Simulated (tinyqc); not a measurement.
Susceptibility against the Curie-Weiss form: Heisenberg spin cluster by exact diagonalisation: multiplets, susceptibility, level crossings. Computed by tinyqc, a small Python program. Command: `OMP_NUM_THREADS=1 python tinyqc.py 3008690 3008691 out.jsonl spincl walk`. One thread of a shared host (Intel(R) Xeon(R) Processor @ 2.30GHz), about 0.01 s of CPU time with the checks.

H = J1 sum S_i.S_j over the bonds 1-2, 2-3 + J2 sum over 1-3 - g mu_B B S_z; J > 0 is antiferromagnetic.

Inputs (values chosen for the exercise, for a model cluster): exchange J1 = 6.18 meV; exchange J2 = 1.8 meV; g factor = 2.05.

Cluster: triangle, two J1 bonds and one J2 bond. Spin s of each site: 0.5.

Constants: k_B = 8.617333262e-05 eV/K.

Method:
- Every multiplet has one member in the block S_z = 0.5; diagonalise it and read the total spin from <S^2> = S (S + 1).
- Z = sum k (2S + 1) exp(-E/(k_B T)) over the table, k the number of multiplets; <S^2> likewise with the factor S (S + 1); chi T = N_A g^2 mu_B^2 <S^2>/(3 k_B) = 0.125049 g^2 <S^2> cm^3 K/mol (cgs, per mole of clusters); C = (<E^2> - <E>^2)/(k_B T)^2; entropy = ln Z + <E>/(k_B T).
- High-temperature form: chi T = C0/(1 - theta/T), C0 = 0.125049 g^2 n s (s + 1), k_B theta = -(2/3) s (s + 1) (sum of J over bonds)/n, n = 3; a dash where T <= 1.05 theta.

Levels at B = 0:

| E (meV) | total S | number of multiplets |
|---|---|---|
| -5.73 | 0.5 | 1 |
| -1.35 | 0.5 | 1 |
| 3.54 | 1.5 | 1 |

gap to the next level = 4.38 meV

theta = -27.387 K

Against temperature:

| T (K) | chi T (cm^3 K/mol) | Curie-Weiss | chi (cm^3/mol) | C (k_B) |
|---|---|---|---|---|
| 7.2 | 0.3941 | 0.2461 | 0.054742 | 4.2894e-02 |
| 14.0 | 0.3956 | 0.4000 | 0.028254 | 3.8278e-01 |
| 25.0 | 0.4310 | 0.5643 | 0.017239 | 7.9081e-01 |
| 43.0 | 0.5698 | 0.7224 | 0.013252 | 7.1293e-01 |
| 72.0 | 0.7585 | 0.8566 | 0.010534 | 3.6723e-01 |
| 110.0 | 0.8919 | 0.9467 | 0.008109 | 1.7269e-01 |
| 180.0 | 1.0019 | 1.0263 | 0.005566 | 6.5737e-02 |
| 290.0 | 1.0700 | 1.0804 | 0.003690 | 2.5089e-02 |
| 570.0 | 1.1253 | 1.1282 | 0.001974 | 6.3741e-03 |
| 1100.0 | 1.1529 | 1.1537 | 0.001048 | 1.6894e-03 |

The Curie-Weiss form is within 3 % in the last 4 rows. chi keeps rising on cooling, towards the Curie law of the S = 0.5 ground state; among these rows C is largest at 25 K, and the gap is 50.8 K.

Extremes, crossings and ranges named in words are read from the listed rows.
